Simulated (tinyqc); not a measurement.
Weak-field and exact binding: hydrogenic impurity: series, fields, screening, photoionisation and donor-acceptor pairs. Computed by tinyqc, a small Python program. Command: `OMP_NUM_THREADS=1 python tinyqc.py 3001813 3001814 out.jsonl hydrogenic walk`. One thread of a shared host (Intel(R) Xeon(R) Processor @ 2.30GHz), about 0.01 s of CPU time with the checks.

One isotropic, parabolic band. Effective units: Ry* and a*, in which H = -nabla^2 - 2/r.

Inputs (values chosen for the exercise, modelled on AlN): electron mass m = 0.315 m_0; dielectric constant eps = 8.29; magnetic field B = 120 T.

Parts treated: magnetic field and photoionisation.

Constants: Ry = 13.605693123 eV; a_0 = 0.529177210903 angstrom; h x 1 THz = 4.135667696 meV; mu_B = 5.7883818060e-05 eV/T.

Method:
- Ry* = Ry m/eps^2, a* = a_0 eps/m; level n is bound by Ry*/n^2; <r> = (3/2) a* in 1s; lines 1s -> np at Ry* (1 - 1/n^2); 1 THz = 4.135667696 meV.
- gamma = hbar omega_c/(2 Ry*) = mu_B B/(m Ry*). For m_z = 0, H = -nabla^2 - 2/r + gamma^2 rho^2/4, and the band edge moves to gamma Ry*. Basis: exp(-al rho^2 - be z^2), al_k = 0.02 x 2.4^k + gamma/4 x c with k = 0..11, be_k = 0.02 x 2.4^k and c = 0, 0.5, 1 (36 functions). With A = al_i + al_j, B = be_i + be_j (not the field) and the common factor pi^(3/2) dropped: S = 1/(A sqrt(B)), kinetic S (4 al_i al_j/A + 2 be_i be_j/B), <rho^2> = S/A, <1/r> = (2/sqrt(pi)) atanh(u)/(A u), u = sqrt(1 - B/A), which is (2/sqrt(pi))/A when A = B; overlap eigenvalues below 1e-11 are dropped. Binding = (gamma - E) Ry*; the spin term shifts level and edge alike.
- Perturbation theory: E = -1 + gamma^2/2 - (53/96) gamma^4 Ry*.

gamma = 0.353595

Ry* = 62.3623 meV

Ground level (Ry*):
```
gamma   B (T)     basis  second order  fourth order  binding
0.035   11.88  -0.99938      -0.99939       -0.9994   1.0344
0.088   29.86  -0.99615      -0.99613       -0.9962   1.0842
0.180   61.09  -0.98431      -0.98380       -0.9844   1.1643
0.300  101.81  -0.95837      -0.95500       -0.9595   1.2584
0.350  118.78  -0.94455      -0.93875       -0.9470   1.2946
0.500  169.69  -0.89441      -0.87500       -0.9095   1.3944
0.700  237.56  -0.81144      -0.75500       -0.8876   1.5114
0.710  240.95  -0.80690      -0.74795       -0.8882   1.5169
1.000  339.37  -0.66233      -0.50000       -1.0521   1.6623
1.400  475.12  -0.43232      -0.02000       -2.1409   1.8323
```

Second order stays within 1 % of the basis value up to gamma = 0.35 of those listed and fourth order up to 0.35; beyond, the truncated (asymptotic) series fails, while the binding keeps growing slowly, to 1.83 Ry* at gamma = 1.4. Rows above about 100 T are beyond laboratory magnets, and there polaron and band-shape effects enter. Caution: the field is beyond non-destructive laboratory magnets (about 100 T).
